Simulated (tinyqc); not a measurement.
Input admittance of a MOSFET at zero drain bias: distributed channel and distributed gate: two steps of the calculation.

Source and drain grounded, strong inversion, w = 2 pi f, Cox = eps0 eox/tox. The channel is an RC line of resistance 1/(mu Cox Vo) per square fed from both ends, so one finger has the intrinsic admittance y = i w Cox L tanh(g)/g per width, g = (1/2) sqrt(i w tau), tau = L^2/(mu Vo). The vertical resistance rv/L is in series with y, the overlaps 2 i w Cov in parallel: y_t = 1/(1/y + rv/L) + 2 i w Cov. The gate strip is a line of Rsh/L per length loaded by y_t, so a finger has Y = y_t Wf tanh(k)/k, k = (Wf/sd) sqrt(y_t Rsh/L); the device has Nf Y.

Parameters, values chosen for the exercise; values of the order met in silicon radio-frequency transistors:
- eox = 24.8 (relative permittivity of the gate insulator (close to zirconium oxide))
- tox = 15 nm (insulator thickness)
- L = 0.25 um (channel length)
- Wf = 6 um (finger width)
- Nf = 8 (number of fingers)
- mu = 270 cm^2/(V s) (channel mobility)
- Vo = 0.78 V (gate overdrive)
- Rsh = 6.1 ohm/square (sheet resistance of the gate)
- rv = 1.4 ohm um^2 (vertical resistivity of the gate stack)
- sd = 1 (number of ends at which a finger is contacted)
- Cov = 0.22 fF/um (overlap and fringe capacitance on each side)
- f = 5.7 GHz (frequency)

Constants: eps0 = 8.8541878128e-14 F/cm where lengths are in cm. Results are converted to the units shown.

Problem 1. Low-frequency resistances and capacitance. Low-frequency limits, with c = Cox L and ct = c + 2 Cov: R_strip = Rsh Wf/(3 sd^2 L Nf), R_ch = (c/ct)^2 L/(12 mu Cox Vo Wf Nf), R_vert = (c/ct)^2 rv/(L Wf Nf), C = ct Wf Nf.

Find: parts; sum; C; 1/(2 pi R C).

Solution 1.

parts (ohm): strip 6.100, channel 1.122, vertical 0.09297
sum = 7.315 ohm
C = 196.8 fF
1/(2 pi R C) = 110.6 GHz

The strip term is the largest, 83.4 % of the sum.

Problem 2. Input impedance of the device. k and Y as defined; Z = 1/(Nf Y) = R + 1/(i w C); Q = |Im Z|/R; signal at the point farthest from a contact |1/cosh k|.

y_t = 1.25696+146.81429i uS/um

Find: k; Nf Y; R; C; Q; signal at the far point.

Solution 2.

k = 0.25502+0.25285i
Nf Y = 0.3620+7.0263i mS
R = 7.3137 ohm
C = 196.71 fF
Q = 19.408
signal at the far point = 0.99807

Computed by the program tinyqc: `OMP_NUM_THREADS=1 python tinyqc.py 2262179 2262180 out.jsonl`, one thread of a shared Intel Xeon 2.30GHz, about 0.01 s for the whole run.
